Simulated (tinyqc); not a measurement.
Inside a calculation. Model: thermal boundary conductance by the acoustic and diffuse mismatch models. Computed by tinyqc, a small Python program that keeps every step. Command: `OMP_NUM_THREADS=1 python tinyqc.py 3001948 3001949 out.jsonl kapitza walk`. One thread of a shared host (Intel(R) Xeon(R) Processor @ 2.30GHz), about 0.01 s of CPU time with the checks. Intermediate numbers are printed to about 6 digits and carried at full precision; extremes and crossings named in words are read from the listed rows.

Each side has one longitudinal and two transverse Debye branches, omega = v q up to q_D = (6 pi^2 n)^(1/3), with n counting all atoms. Scattering at the interface is elastic. Electrons are left out of G, also for metals. Melting is ignored. G refers to the temperatures of the phonons sent towards the interface. Linear branches over all atoms overstate G at high T, most for crystals with several atoms a cell.

Inputs (values chosen for the exercise, for two model solids):

| quantity | value | unit |
|---|---|---|
| density rho_1 | 7.56 | g/cm^3 |
| longitudinal velocity vL_1 | 14800 | m/s |
| transverse velocity vT_1 | 7400 | m/s |
| atom density n_1 | 37.6 | 1/nm^3 |
| conductivity kappa_1 | 2.98 | W/(m K) |
| density rho_2 | 9.96 | g/cm^3 |
| longitudinal velocity vL_2 | 3620 | m/s |
| transverse velocity vT_2 | 2260 | m/s |
| atom density n_2 | 45.6 | 1/nm^3 |
| conductivity kappa_2 | 6.98 | W/(m K) |
| temperature T | 20 | K |
| thickness d_1 | 220 | nm |
| thickness d_2 | 5400 | nm |
| heat flux J | 0.78 | kW/cm^2 |

Structure: film on a substrate.

Constants: hbar = 1.054571817e-34 J s; k_B = 1.380649e-23 J/K.

## Cut-off frequencies and impedances

omega_c = v q_D for each branch, given as hbar omega_c/k_B; impedance Z = rho v.

Branches:

| branch | v (m/s) | cut-off (K) | Z (1e6 kg/(m^2 s)) |
|---|---|---|---|
| L, side 1 | 14800 | 1476.16 | 111.8880 |
| T, side 1 | 7400 | 738.08 | 55.9440 |
| L, side 2 | 3620 | 385.04 | 36.0552 |
| T, side 2 | 2260 | 240.38 | 22.5096 |

## Acoustic mismatch: transmission of each branch

No mode conversion. t(theta) = 4 Z_1 Z_2 cos(theta_1) cos(theta_2)/N^2, with N = Z_2 cos(theta_1) + Z_1 cos(theta_2) for L (the form for pressure waves) and N = Z_1 cos(theta_1) + Z_2 cos(theta_2) for both T branches (the form for shear waves polarised along the interface); sin(theta_2) = (v_2/v_1) sin(theta_1), and t = 0 beyond the critical angle arcsin(v_1/v_2); the mean over the incoming flux is alpha = 2 int t sin(theta_1) cos(theta_1) d theta_1 (64 Gauss-Legendre points).

Transmission:

| branch | t at normal incidence | largest angle from side 1 (deg) | alpha, 1 to 2 | alpha, 2 to 1 |
|---|---|---|---|---|
| L | 0.737261 | 90 | 0.566876 | 0.0339142 |
| T | 0.818381 | 90 | 0.906126 | 0.0845166 |

For L waves from side 1 no critical angle exists; the mean is 0.57 against 0.74 at normal incidence. For T waves from side 1 no critical angle exists, and the mean 0.91 stays near the normal-incidence 0.82.

## Diffuse mismatch: transmission at low frequency

A phonon forgets its side and branch: alpha(1 to 2) = S_2/(S_1 + S_2), S_i = 1/vL_i^2 + 2/vT_i^2.

S_1 = 4.10884e-08 s^2/m^2

S_2 = 4.67884e-07 s^2/m^2

diffuse alpha, 1 to 2 = 0.919272

## Boundary conductance

G = (k_B^4 T^3/(8 pi^2 hbar^3)) int W(x) x^4 e^x/(e^x - 1)^2 dx, x = hbar omega/(k_B T). Acoustic mismatch: W = sum over the three branches of alpha(1 to 2)/v_1^2, each up to the lower of its two cut-offs. Diffuse mismatch: W = S_1 S_2/(S_1 + S_2), where S_i sums 1/v^2 over the branches of side i still below their cut-off. Radiation limit: W = min(S_1, S_2). The integral is split at the four cut-offs (64 Gauss-Legendre points a piece, x at most 45). Boundary resistance R = 1/G and Kapitza length kappa_2/G use the diffuse value.

G, acoustic mismatch = 2.89086 MW/(m^2 K)

G, diffuse mismatch = 3.07358 MW/(m^2 K)

G, radiation limit = 3.35027 MW/(m^2 K)

boundary resistance R = 325.353 m^2 K/GW

Kapitza length in side 2 = 2270.96 nm

The diffuse value is 1.06 times the acoustic one and 92 % of the radiation limit. Diffuse scattering raises G here: it ignores the impedance mismatch and lets phonons change direction and branch. Caution: kappa_2 is of room-temperature size, so the Kapitza length is only nominal at this T.

## Conductance against temperature

The formulas are those given above.

G (MW/(m^2 K)):

| T (K) | acoustic mismatch | diffuse mismatch | radiation limit |
|---|---|---|---|
| 2 | 0.00290956 | 0.00307990 | 0.00335037 |
| 5 | 0.0454619 | 0.0481234 | 0.0523495 |
| 10 | 0.363695 | 0.384987 | 0.418796 |
| 20 | 2.89086 | 3.07358 | 3.35027 |
| 40 | 17.5490 | 22.1454 | 25.8822 |
| 80 | 47.3645 | 91.3556 | 120.075 |
| 150 | 67.2609 | 164.272 | 225.432 |
| 300 | 76.0607 | 203.377 | 282.930 |
| 600 | 78.5781 | 215.306 | 300.559 |
| 1000 | 79.1342 | 217.985 | 304.522 |

All three follow T^3 at the cold end (exponent 3.00 for the diffuse model) and flatten at high T (exponent 0.02 at the hot end); the lowest cut-off is 240 K. The ratio of diffuse to acoustic goes from 1.06 to 2.75. The plateau is set by the frequencies that both sides share.

## Temperature rise through the stack

In series: Delta T = J (d_1/kappa_1 + R + d_2/kappa_2), with bulk conductivities in the layers and one-dimensional flow.

temperature drops (K): film 0.575839, interface 2.53775, substrate 6.03438

total rise Delta T = 9.14798 K

interface share of film plus interface = 0.815056

The substrate takes the largest drop, 66 % of the total. Caution: the rise is not small against T, so constant conductivities fail; a rise of thousands of kelvin would destroy the stack. Caution: the conductivities are of room-temperature size; at this T real values can differ much and free paths can be long. Caution: R from emitted-phonon temperatures is too large for use in series with Fourier layers, by up to a factor of about 2.

Checks made by the program: detailed balance alpha_12/v_1^2 = alpha_21/v_2^2 (relative difference below 1e-10); low-temperature limit G = pi^2 k_B^4 T^3 alpha S_1/(30 hbar^3) (relative difference below 1e-10).
